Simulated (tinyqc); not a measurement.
Off-state leakage of single and stacked transistors: one step of the calculation.

n-channel devices of unit width. Subthreshold current I(Vg, Vs, Vd) = I0 (T/300 K)^0.5 exp[(Vg - Vs - VT(T) - gb (Vs - Vb) + dd (Vd - Vs))/(nf Vt)] (1 - exp(-(Vd - Vs)/Vt)), VT(T) = VT - cT (T - 300 K). Gate-edge tunnelling Ig (Vd/1 V) exp(ag (Vd - 1 V)), for a gate at 0 V, and band-to-band leakage Ab u exp(-Bb/u), u = Vd - Vb + 1 V, flow at a drain held at V; both are taken as independent of T. In a stack of off transistors (all gates at 0 V) the same subthreshold current passes through each.

Question. Leakage of one transistor. Vg = Vs = 0, Vd = V; effective threshold VT(T) - gb Vb - dd V.

Values chosen for this exercise; values of the order met in bulk silicon logic transistors:
- T = 300 K (temperature)
- V = 0.9 V (supply voltage)
- VT = 0.46 V (threshold at 300 K, zero drain and body bias)
- cT = 0.6 mV/K (fall of the threshold with temperature)
- I0 = 0.24 uA/um (current at threshold at 300 K)
- nf = 1.29 (slope factor)
- dd = 0.07 (drain-induced lowering per volt)
- gb = 0.2 (rise of the threshold per volt of source-body bias)
- Ig = 5e-5 uA/um (gate-edge tunnelling current at 1 V)
- ag = 4.1 1/V (exponential slope of the gate current)
- Ab = 10 uA/(um V) (prefactor of band-to-band leakage at the drain)
- Bb = 19 V (its exponential voltage)
- Vb = 0 V (body voltage)

Constants: q = 1.602176634e-19 C, kB = 1.380649e-23 J/K, Vt = kB T/q. Results are converted to the units shown.

Find: effective threshold; parts; total; shares.

Answer.

effective threshold = 0.3970 V
parts (nA/um): subthreshold 0.001623, gate edge 0.02986, band-to-band 0.8626
total = 0.8941 nA/um
shares (%): subthreshold 0.1815, gate edge 3.340, band-to-band 96.48

The band-to-band part is the largest.

Computed by the program tinyqc: `OMP_NUM_THREADS=1 python tinyqc.py 2242038 2242039 out.jsonl`, one thread of a shared Intel Xeon 2.30GHz, about 0.03 s for the whole run.
